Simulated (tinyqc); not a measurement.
As the film thickens, and with more bath resistance: electroplating on a thin resistive seed layer: kinetics, Wagner number and the terminal effect across a wafer. Computed by tinyqc, a small Python program. Command: `OMP_NUM_THREADS=1 python tinyqc.py 3120479 3120480 out.jsonl terminal walk`. One thread of a shared host (Intel(R) Xeon(R) Processor @ 2.30GHz), about 0.02 s of CPU time with the checks.

Current enters the seed at the rim. The bath is treated as a local resistance per area (no lateral flow in the liquid), two electrons per ion, molar volume 7.11 cm^3/mol, Faraday constant F = e N_A, kinematic viscosity 0.01 cm^2/s, omega = 2 pi x rpm/60; k_B T/e is in volts.

Inputs (values chosen for the exercise, of the order of those for copper plating from an acid sulfate bath):
```
quantity                             value         unit
wafer radius R                          10           cm
seed thickness t                        40           nm
seed resistivity                       6.8  microohm cm
bath conductivity kappa              0.056         S/cm
gap to the anode h                     4.8           cm
extra resistance of a porous plate     110     ohm cm^2
exchange current density i_0          0.28      mA/cm^2
cathodic transfer coefficient alpha   0.49            -
mean current density                   9.7      mA/cm^2
diffusivity of the metal ion         4e-06       cm^2/s
metal ion concentration               0.57        mol/L
rotation rate                           30          rpm
temperature T                          298            K
```

Constants: e = 1.602176634e-19 C; N_A = 6.02214076e+23 1/mol; k_B = 8.617333262e-05 eV/K.

Method:
- Growth rate = i V_m/(2 F). Levich limit i_L = 0.62 x 2 F D^(2/3) omega^(1/2) nu^(-1/6) c. Tafel overpotential eta = (k_B T/(alpha e)) ln(i/i_0); kinetic resistance k_B T/(alpha e i); bath resistance h/kappa + plate; R_s = resistivity/t; Wagner number = kinetic resistance x kappa/R.
- Full model: seed potential phi(r) with (1/r)(r phi')' = R_s i, where i solves phi = R_b i + (k_B T/(alpha e)) ln(i/i_0) (phi being the driving voltage left at r); phi'(0) = 0 and phi'(R) = R_s i_mean R/2. Solved by collocation to a tolerance of 1e-7.
- The film is taken as uniform, with the seed resistivity; the last column adds 100 ohm cm^2 to R_b. Extra power of that plate = i^2 x 100 ohm cm^2 x area.

sheet resistance R_s = 1.7 ohm/square

bath resistance R_b = 195.714 ohm cm^2

Edge over centre:
```
thickness (nm)  R_s (ohm/square)  as given  with 100 ohm cm^2 more
40                        1.7000    1.2227                  1.1462
60                        1.1333    1.1459                  1.0963
80                        0.8500    1.1085                  1.0718
120                       0.5667    1.0717                  1.0476
200                       0.3400    1.0427                  1.0284
400                       0.1700    1.0212                  1.0142
800                       0.0850    1.0106                  1.0071
```

extra power = 2.9559 W

The ratio falls below 1.1 from 120 nm on as given, and from 60.0 nm on with the added resistance: what counts is R_s R^2 against the sum of kinetic and bath resistance.
